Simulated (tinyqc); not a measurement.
Long-channel MOSFET, surface-potential model: two steps of the calculation.

n-channel transistor on a uniformly doped p-type body, gradual-channel approximation, constant mobility, Boltzmann statistics, full ionisation. Potentials are counted from the neutral body; V is the electron quasi-Fermi potential, Vsb at the source and Vsb + Vds at the drain. Charges are magnitudes per area.

Parameters, values chosen for the exercise; material values close to those of gallium nitride: temperature T = 300 K; flat-band voltage Vfb = -1.53 V; channel mobility mu = 260 cm^2/(V s); gate width W = 2 um; gate length L = 10 um; source-body reverse bias Vsb = 0.5 V; gate-source voltage Vgs = 4.99 V; drain-source voltage Vds = 1.2 V.

Constants: q = 1.602176634e-19 C, kB = 1.380649e-23 J/K, Vt = kB T/q. Results are converted to the units shown.

Problem 1. Surface potential at the source by Newton steps. With V = Vsb: G = psi - Vt + Vt e, e = exp((psi - 2 phiF - Vsb)/Vt); f = Vgs + Vsb - Vfb - psi - gamma sqrt(G); f' = -1 - gamma (1 + e)/(2 sqrt(G)); psi(new) = psi - f/f'.

psi after iteration 1 = 3.9533410 V
phiF = 1.6569015 V
gamma = 1.1196552 V^0.5

Find: G; f; f'; psi after iteration 2.

Solution 1.

G = 9.637 V
f = -0.4092 V
f' = -41.01
psi after iteration 2 = 3.943 V

Problem 2. Pao-Sah current by Simpson's rule. I = mu (W/L) integral of Qi dV; Simpson's rule on the 11 points, step Vds/10, weights 1, 4, 2, ..., 4, 1 times step/3.

```
point,"Qi, Pao-Sah (nC/cm^2)"
0,419.24187
1,347.78717
2,277.20421
3,207.81617
4,140.29655
5,76.371906
6,22.385992
7,0.84464114
8,0.0085856080
9,8.2812101e-5
10,7.9833429e-7
```

Find: Pao-Sah current.

Solution 2.

Pao-Sah current = 7.967 uA

Gauss-Legendre quadrature on many points gives 7.963 uA, so this value is 0.045 % above it; the charge-sheet current, 7.913 uA, is 0.63 % below it.

tinyqc, about 0.03 s, one thread, Intel Xeon 2.30GHz (shared host): `OMP_NUM_THREADS=1 python tinyqc.py 2360079 2360080 out.jsonl`
